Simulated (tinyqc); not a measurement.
Hubbard chain of 2 sites, step by step. Computed by tinyqc, a small Python program that keeps every step. Settings: hopping = 1.75, U = 6.2, mixing = 1, iteration cap = 70. Command: `OMP_NUM_THREADS=1 python tinyqc.py 31177 31178 out.jsonl` (the two numbers bound the seeds that draw the settings). One thread of a shared host (Intel(R) Xeon(R) Processor @ 2.60GHz), about 0.2 s of CPU time with the checks. Later iterations appear only in the table of the cycle.

## Mean-field iteration 1

one-body matrix (hopping and site energies) (eV):
```
          1         2
1   0.96000  -1.75000
2  -1.75000   0.25000
```

U = 6.20000 eV

electrons, up and down: 1  1

mixing = 1

n(up) at the start (a guess, not normalised): 1 0.80000, 2 0.20000

n(down) at the start (a guess): 1 0.20000, 2 0.80000

H(up) = T + U n(down), H(down) = T + U n(up); fill the lowest levels; n(new) = n + mixing (n(out) - n); E = tr T (rho up + rho down) + U sum n_up n_down of the output.

levels, up (eV): 1.39686  6.01314

levels, down (eV): 0.88211  6.52789

energy = 0.26517 eV

n(up) after iteration 1: 1 0.82602, 2 0.17398

n(down) after iteration 1: 1 0.10767, 2 0.89233

## Mean-field iteration 2

As before.

levels, up (eV): 0.98871  6.42129

levels, down (eV): 0.75383  6.65617

energy = 0.22140 eV

n(up) after iteration 2: 1 0.88240, 2 0.11760

n(down) after iteration 2: 1 0.09739, 2 0.90261

## Convergence

Each step fills the lowest levels of T + U n(other spin) and sets n(new) = n + mixing (n(out) - n); stop when output and input agree to 1e-8.

Course of the cycle:
```
iteration     E (eV)  largest |n(out) - n(in)|  mean |n_up - n_down|
1          0.2651748                  9.23e-02               0.71835
2          0.2213959                  5.64e-02               0.78501
3          0.2133848                  1.81e-02               0.80790
4          0.2123313                  7.78e-03               0.81698
5          0.2122122                  2.08e-03               0.81960
6          0.2121993                  8.41e-04               0.82058
7          0.2121980                  2.20e-04               0.82086
8          0.2121979                  8.83e-05               0.82096
9          0.2121978                  2.31e-05               0.82099
10         0.2121978                  9.25e-06               0.82100
11         0.2121978                  2.41e-06               0.82100
12         0.2121978                  9.68e-07               0.82100
13         0.2121978                  2.53e-07               0.82101
14         0.2121978                  1.01e-07               0.82101
15         0.2121978                  2.64e-08               0.82101
16         0.2121978                  1.06e-08               0.82101
17         0.2121978                  2.77e-09               0.82101
```

local moments n_up - n_down: 1 0.82101, 2 -0.82101

Converged in 17 iterations. Before convergence this energy mixes input and output and is not variational, so it may rise towards its limit.

## The many-body Hamiltonian

Basis: all placements (u, d, 2, 0 on each site), up operators ordered before down ones; hops carry the sign of the same-spin electrons passed.

H (eV):
```
          20        ud        du        02
20   8.12000  -1.75000  -1.75000   0.00000
ud  -1.75000   1.21000   0.00000  -1.75000
du  -1.75000   0.00000   1.21000  -1.75000
02   0.00000  -1.75000  -1.75000   6.70000
```

## Exact diagonalisation (4 states)

Lowest levels of the sector, and the double occupancy of the lowest state.

lowest levels (eV): -0.37644  1.21000  7.18804  9.21840

double occupancy per site = 0.08580

The mean-field solution above lies 0.5886 eV above the exact energy.
